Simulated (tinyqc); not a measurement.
Thickness, silicon consumed, volume change, sheet resistance: thermodynamics of metal silicides: hull, first phase, silicon consumed, nucleation and stability against SiO2. Computed by tinyqc, a small Python program. Command: `OMP_NUM_THREADS=1 python tinyqc.py 3027552 3027553 out.jsonl silphase walk`. One thread of a shared host (Intel(R) Xeon(R) Processor @ 2.30GHz), about 0.01 s of CPU time with the checks.

Entropies of formation of the solids are neglected, so heats stand for free energies. Si fractions: M2Si 0.3333, MSi 0.5000, MSi2 0.6667.

Inputs (values chosen for the exercise, of the order of those of cobalt silicides for heats and volumes only): molar volume of M = 6.67 cm^3/mol; molar volume of Si = 12.06 cm^3/mol; metal thickness t = 28 nm.

Phases: M2Si, MSi, MSi2.

volumes of the three phases per mole of M (cm^3/mol): 9.76  13  23.6

resistivities of the three phases (microohm cm): 34  24  14

Method. Per phase M_a Si_b, for ample silicon (not limited to t_Si): silicide thickness = t V/V_M; silicon consumed = t (b/a) V_Si/V_M; net volume change = V/(V_M + (b/a) V_Si) - 1; the top surface lies (silicide thickness - silicon consumed) above the old interface; sheet resistance = resistivity/thickness.

Films:
```
phase  thickness (nm)  Si consumed (nm)  volume change (%)  top above old interface (nm)  sheet resistance (ohm)
M2Si           40.972             25.31            -23.150                        15.658                  8.2984
MSi            54.573             50.63            -30.593                         3.946                  4.3978
MSi2           99.070            101.25            -23.352                        -2.183                  1.4131
```

silicon consumed by MSi = 50.627 nm

sheet resistance of MSi = 4.3978 ohm

For a given sheet resistance the silicon consumed goes as resistivity x (b/a)/V: M2Si 1.74, MSi 1.85, MSi2 1.19. It is least for MSi2, which matters on shallow junctions and thin silicon. All three reactions shrink the total volume.

Extremes, crossings and ranges named in words are read from the listed rows.
